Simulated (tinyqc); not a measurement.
Hopping conduction between localised states: one step, computed by the program tinyqc.

Energies are counted from the Fermi level. A small network shows the mechanism; the laws of an infinite system follow.

Problem. Critical path. Critical exponent s_c: the smallest value such that bonds with s_ij <= s_c connect site 1 with site 7.

Inputs (values chosen for the exercise, for a model amorphous semiconductor): temperature T = 160 K.

Dimension: 3D.

s_ij:
```
          1         2         3        4         5         6         7
1   0.00000   3.12986   6.89977  7.98509  11.64906  12.66212  13.29490
2   3.12986   0.00000   5.64951  6.50469   9.55631  11.50954  12.23920
3   6.89977   5.64951   0.00000  5.39028   8.37778   7.70027  10.06164
4   7.98509   6.50469   5.39028  0.00000   6.05386   7.80546   8.34053
5  11.64906   9.55631   8.37778  6.05386   0.00000   6.42433   7.10138
6  12.66212  11.50954   7.70027  7.80546   6.42433   0.00000   4.14336
7  13.29490  12.23920  10.06164  8.34053   7.10138   4.14336   0.00000
```

Give: critical exponent s_c.

Solution.

critical exponent s_c = 6.424
